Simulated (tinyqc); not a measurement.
# Schottky emission and Poole-Frenkel conduction in an insulator, and how to tell them apart, step by step

Program tinyqc, `OMP_NUM_THREADS=1 python tinyqc.py 2370174 2370175 out.jsonl`; Intel Xeon 2.30GHz, shared host, one thread, about 0.01 s. Printed values are rounded.

Schottky emission (electrode-limited): J = As T^2 exp[-(pb - b sqrt(F))/Vt], b = sqrt(q/(4 pi eps0 ei)). Poole-Frenkel emission (bulk-limited): J = s0 F exp[-(pt - 2 b sqrt(F))/Vt]. F in V/cm.

Inputs (values chosen for the exercise); dielectric values close to those of zirconium oxide:
- T = 400 K (temperature)
- ei = 4.55 (high-frequency relative permittivity)
- es = 25 (static relative permittivity)
- pt = 0.94 eV (trap depth)
- s0 = 0.064 S/cm (Poole-Frenkel prefactor)
- pb = 1.33 eV (electrode barrier)
- As = 17 A/(cm^2 K^2) (Richardson constant)
- F = 1.2 MV/cm (field)

Constants: q = 1.602176634e-19 C, kB = 1.380649e-23 J/K, Vt = kB T/q, eps0 = 8.8541878128e-14 F/cm where lengths are in cm. Results are converted to the units shown.

## Both currents at one field

Lowerings b sqrt(F) and 2 b sqrt(F); the image-force maximum lies at sqrt(q/(16 pi eps0 ei F)) from the electrode.

Schottky lowering = 194.877 meV
position of the barrier top = 0.811988 nm
Poole-Frenkel lowering = 389.754 meV
J, Schottky = 1.35722e-8 A/cm^2
J, Poole-Frenkel = 0.00896540 A/cm^2

Injection and bulk transport act in series, so the smaller capacity limits the current: here the electrode, by a factor of 6.61e5.

## Which mechanism made these data

| point | F (MV/cm) | J (A/cm^2) |
|---|---|---|
| 0 | 0.98 | 1.496e-7 |
| 1 | 1.57 | 5.815e-7 |
| 2 | 2.16 | 1.779e-6 |
| 3 | 2.75 | 4.71e-6 |
| 4 | 3.34 | 1.128e-5 |
| 5 | 3.93 | 2.509e-5 |

The data come from another sample of the same dielectric, in which one mechanism alone limits the current. Fit straight lines by least squares: ln J on sqrt(F) (Schottky plot, slope b/Vt) and ln(J/F) on sqrt(F) (Poole-Frenkel plot, slope 2 b/Vt), F in V/cm, and read a permittivity from each slope. The right mechanism gives a value near ei, and in any case between ei and es.

slope of the Schottky plot = 0.00516101 (cm/V)^0.5
permittivity read as Schottky = 4.55005
slope of the Poole-Frenkel plot = 0.00377242 (cm/V)^0.5
permittivity read as Poole-Frenkel = 34.0648

Both plots are nearly straight, so straightness decides nothing. Read as Schottky the data give 4.55, which matches ei = 4.55; read as Poole-Frenkel they give 34.1, above even the static value 25. The data were made by Schottky emission.
